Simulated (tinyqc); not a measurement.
# Capacitance measurement on a leaky thin oxide: effects of series resistance and leakage: readings against frequency

The device is a capacitance C in parallel with a leakage conductance G, in series with Rs and Ls. An impedance meter reports either a parallel pair (Cp, Gp) from Y = 1/Z = Gp + i w Cp or a series pair (Cs, Rm) from Z = Rm + 1/(i w Cs); w = 2 pi f, dissipation D = Gp/(w |Cp|).

EOT = 3.9 tox/eox; CET = EOT + zc + zp; C = 3.9 eps0 A/CET; G = Jg A/Vs. Z = Rs + i w Ls + 1/(G + i w C); CET read from Cp = 3.9 eps0 A/Cp; errors under 0.001 % are printed as 0.

Values chosen for this exercise; values of the order met in thin-oxide MOS capacitors:
```
symbol,value,unit,meaning
eox,25,,relative permittivity of the gate insulator (close to zirconium oxide)
tox,7.8,nm,insulator thickness
A,100,um^2,gate area
zc,0.36,nm,oxide-equivalent thickness added by the accumulation layer
zp,0.1,nm,oxide-equivalent thickness added by gate depletion
Jg,0.00084,A/cm^2,"gate leakage current density, not matched to the thickness"
Vs,0.39,V,voltage for an e-fold rise of the leakage
Rs,7.5,ohm,series resistance
Ls,0,nH,series inductance
```

Constants: eps0 = 8.8541878128e-14 F/cm where lengths are in cm. Results are converted to the units shown.

The same in every row: C (pF) = 2.059.

Result of one run:

| f (Hz) | Cp (pF) | Cs (pF) | D | error of Cp (%) | error of Cs (%) | CET read from Cp (nm) |
|---|---|---|---|---|---|---|
| 30000 | 2.059 | 2.059 | 0.005551 | 0 | 3.08e-3 | 1.677 |

What becomes of these results when the measuring frequency f is changed from 30000 to 1000 Hz, all else the same?

Result of the changed run:

| f (Hz) | Cp (pF) | Cs (pF) | D | error of Cp (%) | error of Cs (%) | CET read from Cp (nm) |
|---|---|---|---|---|---|---|
| 1000 | 2.059 | 2.116 | 0.1665 | 0 | 2.77 | 1.677 |

The whole series:

| f (Hz) | Cp (pF) | Cs (pF) | D | error of Cp (%) | error of Cs (%) | CET read from Cp (nm) |
|---|---|---|---|---|---|---|
| 1000 | 2.059 | 2.116 | 0.1665 | 0 | 2.77 | 1.677 |
| 3000 | 2.059 | 2.066 | 0.05549 | 0 | 0.308 | 1.677 |
| 10000 | 2.059 | 2.060 | 0.01665 | 0 | 0.0277 | 1.677 |
| 30000 | 2.059 | 2.059 | 0.005551 | 0 | 3.08e-3 | 1.677 |
| 1e5 | 2.059 | 2.059 | 0.001674 | 0 | 0 | 1.677 |
| 3e5 | 2.059 | 2.059 | 5.840e-4 | 0 | 0 | 1.677 |
| 1e6 | 2.059 | 2.059 | 2.635e-4 | 0 | 0 | 1.677 |
| 3e6 | 2.059 | 2.059 | 3.466e-4 | 0 | 0 | 1.677 |
| 1e7 | 2.059 | 2.059 | 9.871e-4 | 0 | 0 | 1.677 |
| 3e7 | 2.059 | 2.059 | 0.002917 | 0 | 0 | 1.677 |

D goes from 0.166 through a minimum of 2.64e-4 (at f = 1e6 Hz among the rows listed) to 0.00292; without inductance its minimum lies at f = sqrt(G (1 + G Rs)/Rs)/(2 pi C) = 1.31e6 Hz. The error of Cp goes from 0 to 0 % and that of Cs from 2.77 to 0 %; at low frequency Cp tends to C/(1 + G Rs)^2 and Cs grows as 1 + (G/(w C))^2. One of the two readings is within 2 % of C for f = 1000, 3000, 10000, 30000, 1e5, 3e5, 1e6, 3e6, 1e7, 3e7 Hz.

tinyqc, about 0.01 s, one thread, Intel Xeon 2.30GHz (shared host): `OMP_NUM_THREADS=1 python tinyqc.py 2022136 2022137 out.jsonl`
